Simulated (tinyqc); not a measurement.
Inside a calculation: deformation potentials from a strained empirical pseudopotential. Values are carried at full precision from step to step, so a last printed digit may differ when a step is redone from the rounded ones.

Diamond lattice, no spin-orbit coupling. Atomic form factor V(q) = a1 (q^2 - a2)/(a3 exp(a4 q^2) - 1) in rydberg with q in 1/bohr, for the unstrained cell. Under a strain e the reciprocal vectors and k go over into (1 + e)^(-1) G, the atoms sit at +/- tau with tau = (1 + e) a (1,1,1)/8 - zeta a (eyz, ezx, exy)/4, and H(G,G') = c |k + G|^2 delta + (V(q)/det(1 + e)) cos(q.tau), q = G - G', with the term q = 0 left out; c = hbar^2/2m0. The basis is fixed before straining: all G with |k + G|^2 up to 16 (2 pi/a)^2. k is given in units of 2 pi/a of the unstrained cell.

Constants: a0 (Bohr radius) = 0.5291772105 angstrom; hbar^2/2m0 = 3.80998211 eV angstrom^2; Ry = 13.60569312 eV.

Parameters, chosen for this exercise (near those of Si; the results hold for these values, not for the real material): a = 5.432 angstrom (lattice constant); A = (0.54, 2.185, 2.055, 0.493) (a1 (Ry bohr^2), a2 (1/bohr^2), a3, a4 (bohr^2)); h = 0.004 (size of the test strain); kD = 0.82 2 pi/a (position of the Delta minimum); zeta = 0.53 (internal-strain parameter).

## Form factors, unstrained and under a volume change

q^2 = n (2 pi/a)^2 a0^2 for the shells n = 3, 8, 11; for e = h 1, q^2 is divided by (1 + h)^2 and V by (1 + h)^3. Last column: the change divided by the relative change of volume, (1 + h)^3 - 1.

Form factors:

| n | q^2 (1/bohr^2) | V (Ry) | V expanded (Ry) | dV/(dVol/Vol) (Ry) |
|---|---|---|---|---|
| 3 | 1.12399 | -0.22237 | -0.22293 | -0.0468 |
| 8 | 2.99732 | 0.05479 | 0.05325 | -0.1279 |
| 11 | 4.12131 | 0.07125 | 0.07042 | -0.0692 |

## Gaps under a volume change

e = -h 1, 0, +h 1; gaps from the valence top to the s-like level at Gamma (level 8), and to level 5 at (kD,0,0) and (1/2,1/2,1/2).

Gaps (eV):

| gap | e = -h | e = 0 | e = +h |
|---|---|---|---|
| Gamma, s-like | 4.16641 | 4.06221 | 3.95815 |
| Delta | 1.03532 | 1.06885 | 1.10088 |
| L | 1.99379 | 1.97196 | 1.94954 |

## Hydrostatic deformation potentials

a = [E(+h) - E(-h)]/(3 ln((1 + h)/(1 - h))).

a of the gaps to Gamma, Delta, L (eV): -8.68  2.73  -1.84

Compression opens the Gamma gap, opens the L gap and closes the Delta gap. Only differences are defined here: the absolute shifts depend on the mean potential, which this model leaves out.

## Tetragonal strain

e = diag(-h/2, -h/2, h). Level 5 at (kD,0,0) and (0,0,kD), and levels 2 to 4 at Gamma, all from the mean of the three valence levels.

Delta x, Delta z (eV): 1.05288  1.10070

valence levels (eV): -0.03957  0.01978  0.01978

## Xu of the Delta valleys and b

For e = diag(-h/2, -h/2, h): E(Delta z) - E(Delta x) = Xu (ezz - exx), and without spin-orbit coupling E(Z) - E(X, Y) = 3 b (ezz - exx); Z is the single level, X and Y the pair.

Xu = 7.97 eV
b = -3.30 eV

Stretching along z raises the valleys on the z axis and lowers the Z valence state. One-sided differences carry an error of order h. A local potential fitted to band energies alone fixes these slopes only roughly; b tends to come out too large and Xu of L too small.

## Trigonal strain

exy = eyz = ezx = h, with the internal displacement. Level 5 at (1/2,1/2,1/2) and (1/2,-1/2,-1/2), and levels 2 to 4 at Gamma, from the mean of the three valence levels.

L [111], L [1-1-1] (eV): 2.06688  1.94001

valence levels (eV): -0.05934  0.02967  0.02967

## Xu of the L valleys and d

For the tensor strain exy = eyz = ezx = h: E(L [111]) - E(L [1-1-1]) = (8/3) Xu h, and E(single valence level) - E(pair) = 3 sqrt(3) d h. Find Xu and d.

Xu (L) = 11.89 eV
d = -4.28 eV

## Checks

- Level 5 at (kD,0,0) and (0,kD,0) under the tetragonal strain (eV): both 11.2935.

(tinyqc, `OMP_NUM_THREADS=1 python tinyqc.py 1850230 1850231 out.jsonl`, Intel(R) Xeon(R) Processor @ 2.30GHz, 1 thread, shared host, about 0.3 s.)
